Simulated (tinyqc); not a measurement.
Crystallisation kinetics and data retention of a phase-change cell: one step of the calculation.

Johnson-Mehl-Avrami-Kolmogorov law X = 1 - exp(-y^n), y = integral of k dt, k = (1/100 s) exp[-(Ec q/kB)(1/T - 1/T1)].

Task. Retention. At fixed T the state fails at t = (-ln(1 - Xf))^(1/n)/k; ten years are 3.15576e8 s.

Inputs (values chosen for the exercise); values of the order of Ge-Sb-Te and related chalcogenides:
- Ec = 2.78 eV (activation energy of crystallisation)
- T1 = 464 K (temperature at which the rate k is 1/(100 s))
- n = 2 (Avrami exponent)
- Xf = 0.4 (crystalline share at which the state is lost)
- T = 398 K (storage temperature)

Constants: q = 1.602176634e-19 C, kB = 1.380649e-23 J/K. Results are converted to the units shown.

Find: k; y at failure; time to fail; the same in years; temperature for ten years.

Result.

k = 9.8345e-8 1/s
y at failure = 0.71472
time to fail = 7.2675e6 s
the same in years = 0.23029
temperature for ten years = 380.31 K

The cell misses ten years at 398 K.

Range of the model: One Arrhenius rate is assumed; incubation, growth from the boundary and the non-Arrhenius kinetics of the supercooled liquid are left out.

tinyqc, about 0.02 s, one thread, Intel Xeon 2.30GHz (shared host): `OMP_NUM_THREADS=1 python tinyqc.py 2490061 2490062 out.jsonl`
